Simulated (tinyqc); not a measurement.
What each parameter does: defect-molecule model of a vacancy with Jahn-Teller distortion.

Four dangling hybrids a, b, c, d point into the vacancy: H_ii = E0, and -gm between any two. A tetragonal distortion Q pairs a with b and c with d: those two couplings become -gm - I Q and the other four -gm + I Q/2, at an elastic cost k Q^2/2. The a1 level holds two electrons; charge states 2+, + and 0 put n = 0, 1, 2 more into the lowest level of t2 origin. Energy from the 2+ state at Q = 0, with the Fermi level mu counted from Ev: W_n(Q) = n (et - 2 I Q) + k Q^2/2 + Uc n (n - 1)/2 - n mu. et = E0 + gm is the undistorted t2 level.

Inputs chosen for the exercise (of the size used for the vacancy in silicon; the results hold for these values, not for the real material):
- E0 = 0.11 eV (level of a dangling hybrid, from Ev)
- gm = 0.29 eV (coupling between two dangling hybrids)
- I = 1.16 eV/angstrom (Jahn-Teller coupling)
- k = 15.9 eV/angstrom^2 (force constant of the mode)
- Uc = 0.22 eV (repulsion of two electrons in one orbital)

E_JT = 2 I^2/k, E(2+/+) = et - E_JT, E(+/0) = et - 3 E_JT + Uc, U_eff = E(+/0) - E(2+/+); a1 level E0 - 3 gm. Each row changes one parameter from the base and keeps the others.

Results:

| case | (2+/+) (eV) | (+/0) (eV) | U_eff (eV) | a1 (eV) |
|---|---|---|---|---|
| base | 0.2307 | 0.1122 | -0.1185 | -0.7600 |
| E0 = 0.16 eV | 0.2807 | 0.1622 | -0.1185 | -0.7100 |
| gm = 0.33 eV | 0.2707 | 0.1522 | -0.1185 | -0.8800 |
| I = 1.276 eV/angstrom | 0.1952 | 0.0056 | -0.1896 | -0.7600 |
| k = 17.49 eV/angstrom^2 | 0.2461 | 0.1584 | -0.0877 | -0.7600 |
| Uc = 0.28 eV | 0.2307 | 0.1722 | -0.0585 | -0.7600 |

The largest shifts from the base row, up to three for each result and ties (the steps differ in size, so this ranks the rows, not the parameters). (2+/+) (eV): E0 +0.0500, gm +0.0400, I -0.0355; unchanged at the printed digits by Uc. (+/0) (eV): I -0.1066, Uc +0.0600, E0 +0.0500. U_eff (eV): I -0.0711, Uc +0.0600, k +0.0308; unchanged at the printed digits by E0 and gm. a1 (eV): gm -0.1200, E0 +0.0500; unchanged at the printed digits by I, k and Uc. E0 and gm move both levels alike, so U_eff depends on I, k and Uc alone.

(tinyqc, `OMP_NUM_THREADS=1 python tinyqc.py 1480481 1480482 out.jsonl`, Intel(R) Xeon(R) Processor @ 2.30GHz, 1 thread, shared host, about 0.01 s.)
